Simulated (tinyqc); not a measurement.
Surface potential of a MOS transistor: implicit equation and explicit approximations: one step of the calculation.

p-type body, charge-sheet picture, depletion and inversion only, full ionisation (an idealisation for deep acceptors), Boltzmann statistics (rough once Na exp(x - xn) passes about Nc/7). In units of Vt: xg = (Vg - Vfb)/Vt, x = psi/Vt, G = gamma/sqrt(Vt), xn = (2 phiF + Vc)/Vt. The implicit equation is (xg - x)^2 = G^2 [x - 1 + exp(x - xn)] for x above about 3. Cox = eps0 eox/tox.

Problem. New x. D = exp(x - xn), f = (xg - x)^2 - G^2 (x - 1 + D), f' = -2 (xg - x) - G^2 (1 + D), x(new) = x - f/f'.

x at the start = 165.55000
G = 0.72468627
xn = 155.32658
xg = 174.84141

Wanted: D; f; f'; x after iteration 1.

Solution.

D = 2.754e4
f = -1.446e4
f' = -1.448e4
x after iteration 1 = 164.6

Numbers from tinyqc (`OMP_NUM_THREADS=1 python tinyqc.py 2122184 2122185 out.jsonl`; about 0.01 s on one thread of a shared Intel Xeon 2.30GHz).
